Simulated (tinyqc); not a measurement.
Worked calculation (part 1 of 2): RHF in the sto-3g basis, for BeH2, spin multiplicity 1. Computed by tinyqc, a small Python program that keeps every step (integrals from PySCF). Settings: charge = 0, multiplicity = 1, basis = sto-3g, energy threshold = 1e-10, iteration cap = 72, orthogonalisation = canonical, start = core, DIIS depth = 4, damping = 0.7, method = RHF. Command: `OMP_NUM_THREADS=1 python tinyqc.py 24902 24903 out.jsonl` (the two numbers bound the seeds that draw the settings). One thread of a shared host (Intel(R) Xeon(R) Processor @ 2.60GHz), about 0.09 s of CPU time with the checks. Later iterations appear only in the table of the cycle.

## One-electron integrals

Geometry (angstrom):
```
atom         x          y         z
Be    0.000000   0.000000  0.000000
H     0.000000   1.575000  0.000000
H     0.000000  -1.523000  0.000000
```

Basis sto-3g: exponents (1/bohr^2) and contraction coefficients of normalised primitives:
```
element  l (shell)   exponent  coefficient
Be           s (1)  30.167871     0.154329
Be           s (1)   5.495115     0.535328
Be           s (1)   1.487193     0.444635
Be           s (2)   1.314833    -0.099967
Be           s (2)   0.305539     0.399513
Be           s (2)   0.099371     0.700115
Be           p (3)   1.314833     0.155916
Be           p (3)   0.305539     0.607684
Be           p (3)   0.099371     0.391957
H            s (1)   3.425251     0.154329
H            s (1)   0.623914     0.535328
H            s (1)   0.168855     0.444635
```

Overlap, kinetic and nuclear-attraction integrals over the contracted functions; the nuclear repulsion is the sum of Za Zb / Rab.

nuclear repulsion = 2.90458318 hartree

overlap S, lower triangle:
```
           1Be 1s    1Be 2s   1Be 2px    1Be 2py   1Be 2pz     2H 1s     3H 1s
1Be 1s   1.000000
1Be 2s   0.259517  1.000000
1Be 2px  0.000000  0.000000  1.000000
1Be 2py  0.000000  0.000000  0.000000   1.000000
1Be 2pz  0.000000  0.000000  0.000000   0.000000  1.000000
2H 1s    0.041477  0.368873  0.000000   0.452273  0.000000  1.000000
3H 1s    0.046478  0.388237  0.000000  -0.469502  0.000000  0.014816  1.000000
```

kinetic energy T (hartree), lower triangle:
```
            1Be 1s    1Be 2s   1Be 2px    1Be 2py   1Be 2pz      2H 1s     3H 1s
1Be 1s    6.693975
1Be 2s   -0.033012  0.211111
1Be 2px   0.000000  0.000000  0.660592
1Be 2py   0.000000  0.000000  0.000000   0.660592
1Be 2pz   0.000000  0.000000  0.000000   0.000000  0.660592
2H 1s    -0.011582  0.037942  0.000000   0.123145  0.000000   0.760032
3H 1s    -0.012765  0.043918  0.000000  -0.137243  0.000000  -0.005822  0.760032
```

nuclear attraction V (hartree), lower triangle:
```
             1Be 1s     1Be 2s    1Be 2px    1Be 2py    1Be 2pz      2H 1s      3H 1s
1Be 1s   -15.244535
1Be 2s    -2.076611  -2.972143
1Be 2px    0.000000   0.000000  -2.891384
1Be 2py    0.000905   0.005662   0.000000  -3.078202
1Be 2pz    0.000000   0.000000   0.000000   0.000000  -2.891384
2H 1s     -0.330170  -1.002204   0.000000  -1.196408   0.000000  -2.737445
3H 1s     -0.370255  -1.071941   0.000000   1.264234   0.000000  -0.048624  -2.782160
```

core Hamiltonian H = T + V (hartree), lower triangle:
```
            1Be 1s     1Be 2s    1Be 2px    1Be 2py    1Be 2pz      2H 1s      3H 1s
1Be 1s   -8.550560
1Be 2s   -2.109623  -2.761032
1Be 2px   0.000000   0.000000  -2.230792
1Be 2py   0.000905   0.005662   0.000000  -2.417610
1Be 2pz   0.000000   0.000000   0.000000   0.000000  -2.230792
2H 1s    -0.341752  -0.964262   0.000000  -1.073264   0.000000  -1.977413
3H 1s    -0.383020  -1.028023   0.000000   1.126991   0.000000  -0.054446  -2.022128
```

## Two-electron integrals

Functions are numbered as in S; the eight-fold symmetry (ij|kl) = (ji|kl) = (kl|ij) leaves the list below.

Two-electron integrals (ij|kl) in chemists' order, unique and non-zero (hartree):
```
(11|11) 2.298831    (21|11) 0.392036    (21|21) 0.079539    (22|11) 0.570988
(22|21) 0.143041    (22|22) 0.417683    (31|31) 0.014607    (32|31) 0.021888
(32|32) 0.092265    (33|11) 0.569578    (33|21) 0.143083    (33|22) 0.417589
(33|33) 0.449859    (41|41) 0.014607    (42|41) 0.021888    (42|42) 0.092265
(43|43) 0.024249    (44|11) 0.569578    (44|21) 0.143083    (44|22) 0.417589
(44|33) 0.401360    (44|44) 0.449859    (51|51) 0.014607    (52|51) 0.021888
(52|52) 0.092265    (53|53) 0.024249    (54|54) 0.024249    (55|11) 0.569578
(55|21) 0.143083    (55|22) 0.417589    (55|33) 0.401360    (55|44) 0.401360
(55|55) 0.449859    (61|11) 0.061848    (61|21) 0.012541    (61|22) 0.022753
(61|33) 0.022598    (61|41) 0.001103    (61|42) 0.002089    (61|44) 0.023075
(61|55) 0.022598    (61|61) 0.002072    (62|11) 0.165476    (62|21) 0.042144
(62|22) 0.136140    (62|33) 0.130796    (62|41) 0.005483    (62|42) 0.035075
(62|44) 0.146702    (62|55) 0.130796    (62|61) 0.007352    (62|62) 0.068979
(63|31) 0.003660    (63|32) 0.017629    (63|43) 0.005903    (63|63) 0.005919
(64|11) 0.183486    (64|21) 0.047262    (64|22) 0.159887    (64|33) 0.150448
(64|41) 0.008818    (64|42) 0.054269    (64|44) 0.178603    (64|55) 0.150448
(64|61) 0.008570    (64|62) 0.091670    (64|64) 0.125101    (65|51) 0.003660
(65|52) 0.017629    (65|54) 0.005903    (65|65) 0.005919    (66|11) 0.334803
(66|21) 0.086724    (66|22) 0.315017    (66|33) 0.292586    (66|41) 0.012536
(66|42) 0.105763    (66|44) 0.359588    (66|55) 0.292586    (66|61) 0.015424
(66|62) 0.207203    (66|64) 0.291032    (66|66) 0.774606    (71|11) 0.069320
(71|21) 0.014057    (71|22) 0.025500    (71|33) 0.025323    (71|41) -0.001239
(71|42) -0.002343   (71|44) 0.025867    (71|55) 0.025323    (71|61) 0.002123
(71|62) 0.006957    (71|64) 0.007559    (71|66) 0.014213    (71|71) 0.002604
(72|11) 0.177736    (72|21) 0.045228    (72|22) 0.145138    (72|33) 0.139520
(72|41) -0.005903   (72|42) -0.037084   (72|44) 0.156240    (72|55) 0.139520
(72|61) 0.006661    (72|62) 0.036290    (72|64) 0.039428    (72|66) 0.079726
(72|71) 0.008844    (72|72) 0.076883    (73|31) 0.004025    (73|32) 0.019151
(73|43) -0.006319   (73|63) 0.002426    (73|73) 0.006801    (74|11) -0.194314
(74|21) -0.050028   (74|22) -0.168238   (74|33) -0.158281   (74|41) 0.009536
(74|42) 0.057518    (74|44) -0.187981   (74|55) -0.158281   (74|61) -0.007122
(74|62) -0.038716   (74|64) -0.040985   (74|66) -0.084820   (74|71) -0.010192
(74|72) -0.101082   (74|74) 0.136789    (75|51) 0.004025    (75|52) 0.019151
(75|54) -0.006319   (75|65) 0.002426    (75|75) 0.006801    (76|11) 0.009181
(76|21) 0.002273    (76|22) 0.006444    (76|33) 0.006357    (76|41) 0.000006
(76|42) 0.000039    (76|44) 0.006616    (76|55) 0.006357    (76|61) 0.000363
(76|62) 0.002172    (76|64) 0.002591    (76|66) 0.005165    (76|71) 0.000406
(76|72) 0.002276    (76|74) -0.002667   (76|76) 0.000101    (77|11) 0.345930
(77|21) 0.089570    (77|22) 0.322827    (77|33) 0.299626    (77|41) -0.013305
(77|42) -0.109270   (77|44) 0.368953    (77|55) 0.299626    (77|61) 0.013068
(77|62) 0.076311    (77|64) 0.082588    (77|66) 0.170806    (77|71) 0.017906
(77|72) 0.219852    (77|74) -0.306119   (77|76) 0.005165    (77|77) 0.774606
```

## Orthogonalisation

S = U s U^T; canonical form X = U s^(-1/2), so that X^T S X = 1. Each column of U has its largest component positive (the first on a tie).

eigenvalues of S: 0.339217  0.435202  0.954178  1.000000  1.000000  1.620036  1.651367

X:
```
                 1          2          3         4          5         6          7
1Be 1s    0.041413  -0.395185   0.921554  0.000000   0.000000  0.242309   0.125444
1Be 2s   -0.155804   1.088300  -0.056889  0.000000   0.000000  0.476703   0.252252
1Be 2px   0.000000   0.000000   0.000000  0.008699   0.999962  0.000000   0.000000
1Be 2py   1.197621   0.133391   0.004212  0.000000   0.000000  0.263623  -0.487907
1Be 2pz   0.000000   0.000000   0.000000  0.999962  -0.008699  0.000000   0.000000
2H 1s    -0.756783  -0.773239  -0.318649  0.000000   0.000000  0.495184  -0.176404
3H 1s     0.956536  -0.584398  -0.306544  0.000000   0.000000  0.128864   0.506971
```

Within a degenerate level the vectors are fixed only up to a rotation; this is one choice.

## Starting guess

The start is the orbitals of the core Hamiltonian; D = 2 C_occ C_occ^T.

D at the start, lower triangle:
```
            1Be 1s    1Be 2s   1Be 2px    1Be 2py   1Be 2pz     2H 1s     3H 1s
1Be 1s    2.140356
1Be 2s   -0.528379  1.950299
1Be 2px   0.000000  0.000000  0.000000
1Be 2py  -0.005662  0.028389  0.000000   2.125180
1Be 2pz   0.000000  0.000000  0.000000   0.000000  0.000000
2H 1s    -0.012087  0.095872  0.000000  -0.083988  0.000000  0.008242
3H 1s    -0.020235  0.131248  0.000000   0.057674  0.000000  0.004318  0.010413
```

## Iteration 1: building the Fock matrix

J_ij = sum D_kl (ij|kl), K_ij = sum D_kl (ik|jl); F = H + J - 0.5 K; E = tr D H + tr D J / 2 - 0.25 tr D K + E_nn.

Coulomb J (hartree), lower triangle:
```
           1Be 1s     1Be 2s   1Be 2px    1Be 2py   1Be 2pz     2H 1s     3H 1s
1Be 1s   6.857371
1Be 2s   1.345133   2.795388
1Be 2px  0.000000   0.000000  2.757472
1Be 2py  0.000186  -0.000721  0.000000   2.861067
1Be 2pz  0.000000   0.000000  0.000000   0.000000  2.757472
2H 1s    0.213673   0.893802  0.000000   1.042107  0.000000  2.018627
3H 1s    0.239461   0.956987  0.000000  -1.102103  0.000000  0.044223  2.085044
```

exchange K (hartree), lower triangle:
```
           1Be 1s    1Be 2s   1Be 2px    1Be 2py   1Be 2pz     2H 1s     3H 1s
1Be 1s   4.693722
1Be 2s   0.829434  1.082634
1Be 2px  0.000000  0.000000  0.246188
1Be 2py  0.000289  0.000933  0.000000   1.119431
1Be 2pz  0.000000  0.000000  0.000000   0.000000  0.246188
2H 1s    0.144490  0.407536  0.000000   0.424922  0.000000  0.399919
3H 1s    0.161099  0.440700  0.000000  -0.458452  0.000000  0.011108  0.461912
```

Fock matrix F (hartree), lower triangle:
```
            1Be 1s     1Be 2s   1Be 2px    1Be 2py   1Be 2pz      2H 1s      3H 1s
1Be 1s   -4.040049
1Be 2s   -1.179207  -0.506961
1Be 2px   0.000000   0.000000  0.403586
1Be 2py   0.000947   0.004475  0.000000  -0.116258
1Be 2pz   0.000000   0.000000  0.000000   0.000000  0.403586
2H 1s    -0.200324  -0.274228  0.000000  -0.243617  0.000000  -0.158746
3H 1s    -0.224109  -0.291386  0.000000   0.254114  0.000000  -0.015778  -0.168041
```

total energy of this density = -14.81415031 hartree

This density is the starting one.

## Iteration 1: diagonalisation and new density

Diagonalise F' = X^T F X, C = X C', fill 3 alpha and 3 beta electrons from the bottom; D = 2 C_occ C_occ^T; the new density keeps 0.7 of the old one (damping). Each column has its largest component positive (the first on a tie).

F' = X^T F X (hartree), lower triangle:
```
           1         2          3         4         5          6          7
1   0.646627
2   0.023148  0.232365
3  -0.048654  0.599439  -3.119884
4   0.000000  0.000000   0.000000  0.403586
5   0.000000  0.000000   0.000000  0.000000  0.403586
6  -0.002875  0.224303  -1.347667  0.000000  0.000000  -0.949068
7  -0.030940  0.114481  -0.711078  0.000000  0.000000  -0.350888  -0.482073
```

orbital energies (hartree): MO1 -4.044874, MO2 -0.317878, MO3 -0.293872, MO4 0.335859, MO5 0.403586, MO6 0.403586, MO7 0.648731

coefficients C:
```
               MO1        MO2        MO3        MO4       MO5        MO6        MO7
1Be 1s    0.989636  -0.216876  -0.041816  -0.230518  0.000000   0.000000   0.017239
1Be 2s    0.038831   0.596773   0.122206   1.058290  0.000000   0.000000  -0.101129
1Be 2px   0.000000   0.000000   0.000000   0.000000  0.358010   0.933718   0.000000
1Be 2py  -0.000336  -0.101905   0.510653   0.077938  0.000000   0.000000   1.217552
1Be 2pz   0.000000   0.000000   0.000000   0.000000  0.933718  -0.358010   0.000000
2H 1s    -0.003699   0.301649   0.482625  -0.785768  0.000000   0.000000  -0.779177
3H 1s    -0.003692   0.459620  -0.325261  -0.680100  0.000000   0.000000   0.918957
```

D after iteration 1, lower triangle:
```
            1Be 1s    1Be 2s   1Be 2px    1Be 2py   1Be 2pz      2H 1s     3H 1s
1Be 1s    2.115147
1Be 2s   -0.427530  1.588758
1Be 2px   0.000000  0.000000  0.000000
1Be 2py  -0.003714  0.020819  0.000000   1.650317
1Be 2pz   0.000000  0.000000  0.000000   0.000000  0.000000
2H 1s    -0.062019  0.210422  0.000000   0.070638  0.000000   0.200129
3H 1s    -0.068005  0.232512  0.000000  -0.087388  0.000000  -0.007970  0.197525
```

Within a degenerate level the vectors are fixed only up to a rotation; this is one choice.

## Iteration 2: building the Fock matrix

As before.

Coulomb J (hartree), lower triangle:
```
            1Be 1s     1Be 2s   1Be 2px    1Be 2py   1Be 2pz     2H 1s     3H 1s
1Be 1s    6.704558
1Be 2s    1.310327   2.735362
1Be 2px   0.000000   0.000000  2.688451
1Be 2py  -0.000143  -0.001549  0.000000   2.819091
1Be 2pz   0.000000   0.000000  0.000000   0.000000  2.688451
2H 1s     0.208168   0.894058  0.000000   1.052831  0.000000  2.097280
3H 1s     0.233364   0.955776  0.000000  -1.111545  0.000000  0.043391  2.155007
```

exchange K (hartree), lower triangle:
```
           1Be 1s     1Be 2s   1Be 2px    1Be 2py   1Be 2pz     2H 1s     3H 1s
1Be 1s   4.673606
1Be 2s   0.824858   1.015047
1Be 2px  0.000000   0.000000  0.218536
1Be 2py  0.000180  -0.002291  0.000000   1.059167
1Be 2pz  0.000000   0.000000  0.000000   0.000000  0.218536
2H 1s    0.140793   0.444567  0.000000   0.480979  0.000000  0.599765
3H 1s    0.157194   0.474475  0.000000  -0.510606  0.000000  0.010283  0.648482
```

Fock matrix F (hartree), lower triangle:
```
            1Be 1s     1Be 2s   1Be 2px    1Be 2py   1Be 2pz      2H 1s      3H 1s
1Be 1s   -4.182804
1Be 2s   -1.211724  -0.533194
1Be 2px   0.000000   0.000000  0.348390
1Be 2py   0.000671   0.005259  0.000000  -0.128102
1Be 2pz   0.000000   0.000000  0.000000   0.000000  0.348390
2H 1s    -0.203980  -0.292487  0.000000  -0.260922  0.000000  -0.180017
3H 1s    -0.228253  -0.309485  0.000000   0.270749  0.000000  -0.016197  -0.191362
```

total energy of this density = -15.00950391 hartree

This density is a damped mixture and is not idempotent.

## Iteration 2: DIIS over 2 matrices

error matrix X^T (FDS - SDF) X:
```
           1          2          3         4         5         6          7
1   0.000000   0.005256   0.033324  0.000000  0.000000  0.241966  -0.523303
2  -0.005256   0.000000  -0.241481  0.000000  0.000000  0.278213   0.073172
3  -0.033324   0.241481   0.000000  0.000000  0.000000  0.013892   0.003750
4   0.000000   0.000000   0.000000  0.000000  0.000000  0.000000   0.000000
5   0.000000   0.000000   0.000000  0.000000  0.000000  0.000000   0.000000
6  -0.241966  -0.278213  -0.013892  0.000000  0.000000  0.000000  -0.000533
7   0.523303  -0.073172  -0.003750  0.000000  0.000000  0.000533   0.000000
```

B (overlaps of the stored error matrices):
```
               1              2
1  1.7132027e+00  1.2754255e+00
2  1.2754255e+00  9.4961641e-01
```

Minimise |sum c_i e_i|^2 with sum c_i = 1: solve [B -1; -1 0][c; lambda] = [0; -1] with B_ij = tr e_i^T e_j, and take F = sum c_i F_i.

DIIS coefficients: -2.909841  3.909841

extrapolated F (hartree), lower triangle:
```
            1Be 1s     1Be 2s   1Be 2px    1Be 2py   1Be 2pz      2H 1s      3H 1s
1Be 1s   -4.598199
1Be 2s   -1.306344  -0.609525
1Be 2px   0.000000   0.000000  0.187778
1Be 2py  -0.000129   0.007540  0.000000  -0.162564
1Be 2pz   0.000000   0.000000  0.000000   0.000000  0.187778
2H 1s    -0.214619  -0.345619  0.000000  -0.311275  0.000000  -0.241912
3H 1s    -0.240314  -0.362150  0.000000   0.319156  0.000000  -0.017417  -0.259225
```

## Iteration 2: diagonalisation and new density

As before.

F' = X^T F X (hartree), lower triangle:
```
           1         2          3         4         5          6          7
1   0.723994
2   0.040996  0.248673
3  -0.054791  0.699304  -3.585736
4   0.000000  0.000000   0.000000  0.187778
5   0.000000  0.000000   0.000000  0.000000  0.187778
6   0.006137  0.260484  -1.489037  0.000000  0.000000  -1.119306
7  -0.057185  0.129575  -0.784559  0.000000  0.000000  -0.389838  -0.599803
```

orbital energies (hartree): MO1 -4.601464, MO2 -0.437405, MO3 -0.393012, MO4 0.187778, MO5 0.187778, MO6 0.369604, MO7 0.730100

coefficients C:
```
               MO1        MO2        MO3       MO4        MO5        MO6        MO7
1Be 1s    0.992029  -0.210312  -0.024285  0.000000   0.000000  -0.229332   0.007955
1Be 2s    0.030670   0.595921   0.075819  0.000000   0.000000   1.066543  -0.058830
1Be 2px   0.000000   0.000000   0.000000  0.192941   0.981210   0.000000   0.000000
1Be 2py  -0.000081  -0.058695   0.492573  0.000000   0.000000   0.028990   1.229937
1Be 2pz   0.000000   0.000000   0.000000  0.981210  -0.192941   0.000000   0.000000
2H 1s    -0.004022   0.341011   0.475237  0.000000   0.000000  -0.750305  -0.802103
3H 1s    -0.004005   0.442018  -0.376056  0.000000   0.000000  -0.713675   0.882004
```

D after iteration 2, lower triangle:
```
            1Be 1s    1Be 2s   1Be 2px    1Be 2py   1Be 2pz      2H 1s     3H 1s
1Be 1s    2.097968
1Be 2s   -0.357318  1.329217
1Be 2px   0.000000  0.000000  0.000000
1Be 2py  -0.002419  0.015993  0.000000   1.302866
1Be 2pz   0.000000  0.000000  0.000000   0.000000  0.000000
2H 1s    -0.095763  0.290770  0.000000   0.177891  0.000000   0.345383
3H 1s    -0.100284  0.303622  0.000000  -0.187879  0.000000  -0.022359  0.340356
```

Within a degenerate level the vectors are fixed only up to a rotation; this is one choice.

## Iteration 63 (converged): orbitals

converged F (hartree), lower triangle:
```
            1Be 1s     1Be 2s   1Be 2px    1Be 2py   1Be 2pz      2H 1s      3H 1s
1Be 1s   -4.528906
1Be 2s   -1.289528  -0.597029
1Be 2px   0.000000   0.000000  0.213834
1Be 2py   0.000023   0.006846  0.000000  -0.153140
1Be 2pz   0.000000   0.000000  0.000000   0.000000  0.213834
2H 1s    -0.213148  -0.335656  0.000000  -0.300950  0.000000  -0.230478
3H 1s    -0.238603  -0.352313  0.000000   0.309014  0.000000  -0.016639  -0.246574
```

Diagonalise F' = X^T F X, C = X C', fill 3 alpha and 3 beta electrons from the bottom; D = 2 C_occ C_occ^T. Each column has its largest component positive (the first on a tie).

F' = X^T F X (hartree), lower triangle:
```
           1         2          3         4         5          6          7
1   0.712499
2   0.038503  0.243500
3  -0.054227  0.688396  -3.527235
4   0.000000  0.000000   0.000000  0.213834
5   0.000000  0.000000   0.000000  0.000000  0.213834
6   0.005855  0.255451  -1.471846  0.000000  0.000000  -1.096521
7  -0.055721  0.127228  -0.775703  0.000000  0.000000  -0.385623  -0.582412
```

orbital energies (hartree): MO1 -4.532268, MO2 -0.421186, MO3 -0.377891, MO4 0.213834, MO5 0.213834, MO6 0.363025, MO7 0.718151

coefficients C:
```
               MO1        MO2        MO3       MO4        MO5        MO6        MO7
1Be 1s    0.991853  -0.211762  -0.023972  0.000000   0.000000  -0.228744   0.009225
1Be 2s    0.031206   0.599193   0.074905  0.000000   0.000000   1.064417  -0.064683
1Be 2px   0.000000   0.000000   0.000000  0.192801   0.981238   0.000000   0.000000
1Be 2py  -0.000103  -0.057544   0.492870  0.000000   0.000000   0.035732   1.229695
1Be 2pz   0.000000   0.000000   0.000000  0.981238  -0.192801   0.000000   0.000000
2H 1s    -0.003804   0.339798   0.474152  0.000000   0.000000  -0.755853  -0.798041
3H 1s    -0.003777   0.439135  -0.377118  0.000000   0.000000  -0.709998   0.885950
```

D after iteration 63, lower triangle:
```
            1Be 1s    1Be 2s   1Be 2px    1Be 2py   1Be 2pz      2H 1s     3H 1s
1Be 1s    2.058380
1Be 2s   -0.195461  0.731234
1Be 2px   0.000000  0.000000  0.000000
1Be 2py   0.000536  0.004870  0.000000   0.492464
1Be 2pz   0.000000  0.000000  0.000000   0.000000  0.000000
2H 1s    -0.174192  0.478005  0.000000   0.428285  0.000000   0.680596
3H 1s    -0.175394  0.469521  0.000000  -0.422278  0.000000  -0.059159  0.670142
```

Within a degenerate level the vectors are fixed only up to a rotation; this is one choice.
